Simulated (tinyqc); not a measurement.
From results back to parameters: dielectric confinement in a thin film (image charges). Two cases, with inputs chosen for the exercise.

Problem. The self-energy at the centre was computed from a hidden eh.

A film |z| < t/2 of dielectric constant eps between half-spaces of dielectric constant e2; lam = (eps - e2)/(eps + e2), q = e^2/(4 pi eps0). The self-energy of a band edge is taken with the high-frequency value, e2 = eh, and the field of a fixed ion with the static one, e2 = eo. A charge at z has images lam^|n| at n t + (-1)^n z. Its self-energy is S(z) = (q/2 eps) sum over n >= 1 of lam^n [1/(n t - 2z) + 1/(n t + 2z)] for odd n and 2 lam^n/(n t) for even n; at the centre S(0) = -(q/(eps t)) ln(1 - lam).

Constants: e^2/(4 pi eps0) = 14.39964547 eV angstrom.

Case 1.

Values chosen: t = 88 angstrom (film thickness); eps = 12 (dielectric constant of the film).
S(0) = 16.5145 meV

Case 2.

Values chosen: t = 76 angstrom (film thickness); eps = 16.2 (dielectric constant of the film).
S(0) = 12.9701 meV

Find: lam; eh.

Solution. lam = 1 - exp(-S(0) eps t/q), and eh = eps (1 - lam)/(1 + lam).

Case 1.

lam = 0.7021
eh = 2.1

Case 2.

lam = 0.6701
eh = 3.2

Computed by tinyqc, one run a case: `OMP_NUM_THREADS=1 python tinyqc.py N N+1 out.jsonl` with N = 1281975, 1282015; one thread of a shared Intel(R) Xeon(R) Processor @ 2.30GHz, about 0.06 s a run at most.
